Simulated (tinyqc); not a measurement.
From results back to parameters: carrier statistics of a doped semiconductor with parabolic bands. Three cases, with inputs chosen for the exercise.

Problem. With Boltzmann statistics and no minority carriers, n (n + NA)/(ND - NA - n) = K(T) = (N(T)/2) exp(-E/kB T), E the ionisation energy of the majority dopant and N = 2 (m kB T/(4 pi c))^(3/2) with c = hbar^2/2m0, in 1/angstrom^3; times 1e24 for 1/cm^3, m = m_d. The density below was computed from a hidden E.

Constants: hbar^2/2m0 = 3.80998211 eV angstrom^2; kB = 8.617333262e-05 eV/K.

Case 1.

Values chosen (near those of GaP; the results hold for these values, not for the real material): ND = 6.9e+15 1/cm^3 (donors); NA = 3.9e+15 1/cm^3 (acceptors); m_d = 1.045 m0 (density-of-states mass of the majority band); Ta = 88 K.

n(Ta) = 1.0965e+13 1/cm^3

Case 2.

Values chosen (near those of GaAs; the results hold for these values, not for the real material): ND = 9.8e+14 1/cm^3 (donors); NA = 5.1e+12 1/cm^3 (acceptors); m_d = 0.064 m0 (density-of-states mass of the majority band); Ta = 10 K.

n(Ta) = 3.2730e+13 1/cm^3

Case 3.

Values chosen (near those of Si; the results hold for these values, not for the real material): ND = 1.8e+18 1/cm^3 (donors); NA = 2.3e+12 1/cm^3 (acceptors); m_d = 1.067 m0 (density-of-states mass of the majority band); Ta = 69 K.

n(Ta) = 3.6961e+16 1/cm^3

Find: K(Ta); E.

Solution. The left side gives K; then E = kB T ln(N/(2 K)).

Case 1.

K(Ta) = 1.43e+13 1/cm^3
E = 0.0903 eV

Case 2.

K(Ta) = 1.31e+12 1/cm^3
E = 0.0059 eV

Case 3.

K(Ta) = 7.75e+14 1/cm^3
E = 0.0451 eV

Computed by tinyqc, one run a case: `OMP_NUM_THREADS=1 python tinyqc.py N N+1 out.jsonl` with N = 1651744, 1651769, 1651773; one thread of a shared Intel(R) Xeon(R) Processor @ 2.30GHz, about 0.03 s a run at most.
